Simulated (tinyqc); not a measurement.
Donor binding, ionisation and the Mott limit: two steps of the calculation.

Hydrogenic donor: Ry = (m0 q^3/(8 eps0^2 h^2)) me/eps_r^2 in eV, E0 = cc Ry, radius a = q/(8 pi eps0 eps_r E0), Mott density Nm = (0.26/a)^3. Below Nm the level sinks as Ed = E0 [1 - (N/Nm)^(1/3)]. Neutrality: Nc F12(eta) = N/(1 + 2 exp(eta + Ed/kB T)), F12(x) = (2/sqrt(pi)) int_0^infinity sqrt(u)/(1 + exp(u - x)) du.

Values chosen for this exercise; band and dielectric values close to those of germanium: temperature T = 100 K; relative permittivity eps_r = 15.9; mass in the hydrogenic formula, set independently of Nc me = 0.119 m0; conduction-band density of states at 100 K Nc = 2.04e18 cm^-3; ratio of the true binding energy to the hydrogenic one cc = 1.9; donor density N = 1.3e17 cm^-3.

Constants: q = 1.602176634e-19 C, kB = 1.380649e-23 J/K, eps0 = 8.8541878128e-12 F/m, h = 6.62607015e-34 J s, m0 = 9.1093837015e-31 kg, Vt = kB T/q. Results are converted to the units shown.

Question 1. Binding energy, radius and Mott density. The mean spacing of the donors is N^(-1/3).

Find: Ry; E0; a; Nm; spacing over a; Ed.

Answer 1.

Ry = 6.404 meV
E0 = 12.17 meV
a = 3.721 nm
Nm = 3.411e17 cm^-3
spacing over a = 5.305
Ed = 3.346 meV

Question 2. Ionisation. Solve the neutrality equation for eta. Boltzmann form: with k = (Nc/2) exp(-Ed/kB T) the ionised share is [-k + sqrt(k^2 + 4 k N)]/(2 N).

Ed = 3.3455668 meV

Find: eta; ionised share; n; ionised share, Boltzmann form.

Answer 2.

eta = -2.8861
ionised share = 85.873 %
n = 1.1163e17 cm^-3
ionised share, Boltzmann form = 86.077 %

With the level held at E0 the share would be 72.2 %.

Range of the model: A sharp level with degeneracy 2 overstates freeze-out near Nm, where the impurity band broadens and merges with the conduction band.

Program tinyqc, `OMP_NUM_THREADS=1 python tinyqc.py 2330098 2330099 out.jsonl`; Intel Xeon 2.30GHz, shared host, one thread, about 0.01 s.
